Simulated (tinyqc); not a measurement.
# Free and trapped electrons in a MOS channel with a dense trap tail: two studies

p-type body, charge-sheet picture, full ionisation (an idealisation for deep acceptors), Boltzmann statistics for free electrons. e = Ec - EF at the surface. Acceptor-like traps of density D(E) = D0 + De exp(-E/Ew) at depth E below Ec, from 0 to Eu, hold n_t = integral of D(E)/(1 + exp((e - E)/Vt)). psi = Eg - Vt ln(Nv/Na) - e; N_dep = sqrt(2 eps0 eps_r Na (psi - Vt)/q); n_f = sqrt(N_dep^2 + 2 eps0 eps_r Vt Nc exp(-e/Vt)/q) - N_dep; Vg = Vfb + psi + q (N_dep + n_t + n_f)/Cox, Cox = eps0 eox/tox.

Inputs (values chosen for the exercise); band and dielectric values close to those of gallium nitride: temperature T = 300 K; band gap Eg = 3.4 eV; relative permittivity eps_r = 9.66; conduction-band density of states at T Nc = 2.27e18 cm^-3; valence-band density of states at T Nv = 4.57e19 cm^-3; relative permittivity of the insulator eox = 3.9; insulator thickness tox = 37 nm; acceptor density Na = 1.5e16 cm^-3; flat-band voltage without trapped charge Vfb = -2.35 V; constant background density of acceptor-like traps D0 = 2e11 cm^-2 eV^-1; density of the tail at the conduction edge De = 4.1e13 cm^-2 eV^-1; decay energy of the tail Ew = 0.11 eV; depth below Ec down to which the traps reach Eu = 0.57 eV; mobility of free electrons mf = 130 cm^2/(V s).

Constants: q = 1.602176634e-19 C, kB = 1.380649e-23 J/K, Vt = kB T/q, eps0 = 8.8541878128e-14 F/cm where lengths are in cm. Results are converted to the units shown.

Each table varies one quantity; the others keep the values above.

## Free and trapped charge against gate voltage

Free share n_f/(n_f + n_t); swing ln 10 n_f/(dn_f/dVg); field-effect mobility mf q (dn_f/dVg)/Cox, for a constant mf; oxide field q (N_dep + n_t + n_f)/(eps0 eox).

Free and trapped charge against gate voltage:
```
Vg (V),e (eV),n_f (cm^-2),n_t (cm^-2),free share (%),swing (mV/decade),field-effect mobility (cm^2/(V s)),oxide field (MV/cm)
2.1,0.3360,1.057e6,2.548e11,4.147e-4,310.3,0.001750,0.4306
3.4,0.1922,2.676e8,9.112e11,0.02936,894.3,0.1538,0.7431
4.7,0.1265,3.358e9,1.619e12,0.2069,1529,1.128,1.077
6.1,0.08074,1.935e10,2.387e12,0.8041,2178,4.566,1.443
7.4,0.04793,6.630e10,3.075e12,2.111,2680,12.71,1.785
8.7,0.01887,1.878e11,3.690e12,4.842,3066,31.47,2.129
10,-0.008878,4.666e11,4.149e12,10.11,3599,66.63,2.473
11.4,-0.03535,1.008e12,4.405e12,18.62,5042,102.7,2.844
12.7,-0.05435,1.657e12,4.500e12,26.92,7225,117.9,3.190
```

n_f reaches 1e11 cm^-2 at Vg = 7.89 V, against 2.19 V without traps. The free share rises from 4.15e-4 to 26.9 % and the field-effect mobility rises from 0.00175 to 118 cm^2/(V s), although mf = 130 is constant: in the last row 90.7 % of Cox dVg goes into free electrons. The swing in the first row is 310 mV a decade (Vt ln 10 = 59.5). For Vg = 7.4, 8.7, 10, 11.4, 12.7 EF lies less than 2 Vt below the band edge, or above it, where degeneracy and confinement, left out, matter.

## Effect of the decay energy of the tail

VT is the Vg for n_f = 1e11 cm^-2; swing ln 10 n_f/(dn_f/dVg) at n_f = 1e8 cm^-2; the last three columns are for Vg = VT + 3 V, with free share n_f/(n_f + n_t) and field-effect mobility mf q (dn_f/dVg)/Cox; there EF is near the band edge, where Boltzmann statistics are rough.

Result of one run:
```
Ew (eV),e at VT (eV),VT (V),q n_t/Cox at VT (V),swing (mV/decade),n_f (cm^-2),free share (%),field-effect mobility (cm^2/(V s))
0.07,0.03668,5.423,3.230,328.4,8.986e11,24.41,100.5
```

What becomes of these results when the decay energy of the tail Ew is changed from 0.07 to 0.03 eV, all else the same?

Result of the changed run:
```
Ew (eV),e at VT (eV),VT (V),q n_t/Cox at VT (V),swing (mV/decade),n_f (cm^-2),free share (%),field-effect mobility (cm^2/(V s))
0.03,0.03668,3.272,1.079,105.0,1.181e12,48.77,114.6
```

The whole series:
```
Ew (eV),e at VT (eV),VT (V),q n_t/Cox at VT (V),swing (mV/decade),n_f (cm^-2),free share (%),field-effect mobility (cm^2/(V s))
0.03,0.03668,3.272,1.079,105.0,1.181e12,48.77,114.6
0.05,0.03668,4.274,2.081,178.6,1.003e12,33.32,106.7
0.07,0.03668,5.423,3.230,328.4,8.986e11,24.41,100.5
0.09,0.03668,6.645,4.452,521.7,8.318e11,18.92,95.72
0.11,0.03668,7.892,5.699,728.9,7.859e11,15.34,92.02
0.13,0.03668,9.133,6.939,933.2,7.526e11,12.87,89.11
0.15,0.03668,10.34,8.149,1127,7.274e11,11.10,86.77
0.17,0.03668,11.51,9.313,1306,7.077e11,9.787,84.86
```

As Ew goes from 0.03 to 0.17, VT rises from 3.27 to 11.5 V, its part due to traps rises from 1.08 to 9.31 V, the swing rises from 105 to 1310 mV/decade and the field-effect mobility falls from 115 to 84.9 cm^2/(V s). In every row e is under 2 Vt already at VT, so VT too is rough.

Computed by the program tinyqc: `OMP_NUM_THREADS=1 python tinyqc.py 2222230 2222231 out.jsonl`, one thread of a shared Intel Xeon 2.30GHz, about 0.02 s for the whole run.
